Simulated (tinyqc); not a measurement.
A ladder of methods, and size consistency: correlation methods against full CI in the sto-3g basis, for BeH2, spin multiplicity 1. Computed by the program tinyqc with PySCF. All electrons correlated; +Q is the Davidson correction (1 - c0^2) E_corr. The last columns treat two copies 100 angstrom apart as one system. FCI is the lowest singlet.

Geometry (angstrom):

| atom | x | y | z |
|---|---|---|---|
| Be | 0.0000 | 0.0000 | 0.0000 |
| H | 0.0000 | 1.2610 | 0.1280 |
| H | 0.0000 | -1.2610 | 0.1280 |

RHF energy of one = -15.559584 hartree

Correlation energies (hartree):

| method | E_corr of one | share of FCI (%) | E_corr of two at 100 angstrom | two minus twice one (mhartree) |
|---|---|---|---|---|
| MP2 | -0.02194 | 67.316 | -0.04389 | 0.000 |
| CISD | -0.03194 | 97.989 | -0.06247 | 1.415 |
| CISD+Q | -0.03268 | 100.264 | -0.06517 | 0.198 |
| CCSD | -0.03224 | 98.917 | -0.06449 | 0.000 |
| CCSD(T) | -0.03243 | 99.503 | -0.06487 | 0.000 |
| FCI | -0.03260 | 100.000 | - | - |

What does the comparison show, and why?

MP2 recovers 67 %, CISD 98.0 % and CCSD 98.9 % of the FCI value (c0^2 = 0.977 in CISD). MP2 and coupled cluster are size consistent, so their last column vanishes; CISD loses 1.41 mhartree, since a double excitation on each copy is a quadruple of the pair, and the Davidson correction leaves +0.20.
